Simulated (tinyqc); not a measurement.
# Biaxially strained (001) channel, valley splitting in an inversion layer: what changes with what

A thin layer grown on a relaxed buffer is stretched in the plane. The two valleys with their long axis along the growth direction (D2) sink against the four in-plane ones (D4); confinement in a triangular well splits them too. Only the lowest subband of each set is kept; one relaxation time, so the weakening of intervalley scattering is left out.

Parameters, values chosen for the exercise; values close to those of silicon on relaxed silicon-germanium:
- T = 350 K (temperature)
- x = 0.16 (germanium share of the relaxed buffer)
- b1 = 0.0418 (lattice mismatch per unit x)
- c11 = 163 GPa (elastic constant)
- c12 = 65.9 GPa (elastic constant)
- Xu = 8.96 eV (shear deformation potential)
- ml = 0.916 m0 (longitudinal mass)
- mt = 0.195 m0 (transverse mass)
- F = 0.36 MV/cm (confining field)
- Ns = 6.3e12 cm^-2 (inversion density)

Constants: q = 1.602176634e-19 C, kB = 1.380649e-23 J/K, hbar = 1.054571817e-34 J s, m0 = 9.1093837015e-31 kg, Vt = kB T/q, hbar^2/(2 m0) = 0.0380998212 eV nm^2. Results are converted to the units shown.

Each table varies one quantity; the others keep the values above.

## Effect of the confining field

e_par = b1 x, e_perp = -2 (c12/c11) e_par, splitting D = Xu (e_par - e_perp), in-plane stress (c11 + c12 - 2 c12^2/c11) e_par. Levels E(m) = 2.33811 (hbar^2 q^2 F^2/(2 m))^(1/3): E2 = E(ml), E4 = E(mt) + D; N2 = 2 mt kB T/(pi hbar^2), N4 = 4 sqrt(mt ml) kB T/(pi hbar^2). EF solves Ns = N2 ln(1 + exp((EF - E2)/Vt)) + N4 ln(1 + exp((EF - E4)/Vt)); f2 is the share in D2, and 1/mc = f2/mt + (1 - f2)(1/mt + 1/ml)/2. The gain is mc(x = 0)/mc.

The same in every row: D (meV) = 108.4.

Effect of the confining field:

| F (MV/cm) | f2 without strain | f2 | mc (m0) | gain |
|---|---|---|---|---|
| 0.1 | 0.3234 | 0.9121 | 0.2020 | 1.316 |
| 0.3 | 0.5042 | 0.9610 | 0.1980 | 1.223 |
| 0.5 | 0.6464 | 0.9801 | 0.1965 | 1.153 |
| 0.7 | 0.7550 | 0.9891 | 0.1958 | 1.102 |
| 0.9 | 0.8342 | 0.9937 | 0.1955 | 1.067 |
| 1.1 | 0.8896 | 0.9963 | 0.1953 | 1.044 |
| 1.3 | 0.9271 | 0.9977 | 0.1952 | 1.029 |
| 1.5 | 0.9519 | 0.9986 | 0.1951 | 1.019 |

As F goes from 0.1 to 1.5 MV/cm, f2 rises from 0.912 to 0.999 (without strain: it rises from 0.323 to 0.952) and the gain falls from 1.32 to 1.02. Strong confinement already empties D4, so strain has less to move. For F = 0.1 to 0.5 MV/cm the second D2 subband, left out here, lies within 2 Vt of EF or below it.

## Effect of the inversion density

Same model as above.

The same in every row: D (meV) = 108.4.

Result of one run:

| Ns (cm^-2) | f2 without strain | f2 | mc (m0) | gain |
|---|---|---|---|---|
| 3.9e11 | 0.6197 | 0.9831 | 0.1963 | 1.168 |

What becomes of these results when the inversion density Ns is changed from 3.9e11 to 2e13 cm^-2, all else the same?

Result of the changed run:

| Ns (cm^-2) | f2 without strain | f2 | mc (m0) | gain |
|---|---|---|---|---|
| 2e13 | 0.4399 | 0.8713 | 0.2054 | 1.218 |

The whole series:

| Ns (cm^-2) | f2 without strain | f2 | mc (m0) | gain |
|---|---|---|---|---|
| 2e11 | 0.6221 | 0.9834 | 0.1963 | 1.167 |
| 3.9e11 | 0.6197 | 0.9831 | 0.1963 | 1.168 |
| 7.5e11 | 0.6151 | 0.9825 | 0.1964 | 1.170 |
| 1.4e12 | 0.6070 | 0.9813 | 0.1964 | 1.174 |
| 2.8e12 | 0.5899 | 0.9784 | 0.1967 | 1.182 |
| 5.4e12 | 0.5602 | 0.9714 | 0.1972 | 1.196 |
| 1e13 | 0.5143 | 0.9523 | 0.1987 | 1.213 |
| 2e13 | 0.4399 | 0.8713 | 0.2054 | 1.218 |

As Ns goes from 2e11 to 2e13 cm^-2, f2 falls from 0.983 to 0.871 (without strain: it falls from 0.622 to 0.440) and the gain rises from 1.17 to 1.22. For Ns = 5.4e12 to 2e13 cm^-2 the second D2 subband, left out here, lies within 2 Vt of EF or below it.

Numbers from tinyqc (`OMP_NUM_THREADS=1 python tinyqc.py 2530006 2530007 out.jsonl`; about 0.01 s on one thread of a shared Intel Xeon 2.30GHz).
